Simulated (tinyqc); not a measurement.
Band bending at a free surface with a continuum of surface states, surface photovoltage and Kelvin probe: one step of the calculation.

n-type bulk, xi = Ec - EF = Vt ln(Nc/Nd), p0 = ni^2/Nd, ni = sqrt(Nc Nv) exp(-Eg/(2 Vt)), Eg in volts. b is the upward band bending, u = b/Vt. Space charge per area, in units of q: Qc = sign(b) sqrt((2 eps0 eps_r Vt/q) [(Nd + dn)(exp(-u) - 1) + Nd u + (p0 + dn)(exp(u) - 1)]), with dn the excess density under light (flat quasi-Fermi levels; 0 in the dark). The states hold -Ds (E0 - xi - b): negative while the Fermi level lies above the neutrality level. Neutrality: Qc + Qf + (charge of the states) = 0.

Question. Band bending in the dark. Newton step: b(new) = b - (Qc + Qf - Ds (E0 - xi - b))/(dQc/db + Ds), dQc/db = (eps0 eps_r/q) [Nd (1 - exp(-u)) + p0 exp(u)]/Qc.

Parameters, values chosen for the exercise; band and dielectric values close to those of silicon: temperature T = 300 K; band gap Eg = 1.11 eV; relative permittivity eps_r = 11.8; conduction-band density of states at T Nc = 2.83e19 cm^-3; valence-band density of states at T Nv = 2.66e19 cm^-3; donor density Nd = 6.5e17 cm^-3; fixed positive charge at the surface Qf = 0 cm^-2; density of surface states Ds = 7.3e12 cm^-2 eV^-1; depth of their neutrality level below the conduction edge E0 = 0.39 eV.

Constants: q = 1.602176634e-19 C, kB = 1.380649e-23 J/K, Vt = kB T/q, eps0 = 8.8541878128e-14 F/cm where lengths are in cm. Results are converted to the units shown.

b at the start = 0.23 V

Find: b after iteration 1.

Answer.

b after iteration 1 = 0.1483 V

Program tinyqc, `OMP_NUM_THREADS=1 python tinyqc.py 2430152 2430153 out.jsonl`; Intel Xeon 2.30GHz, shared host, one thread, about 0.01 s.
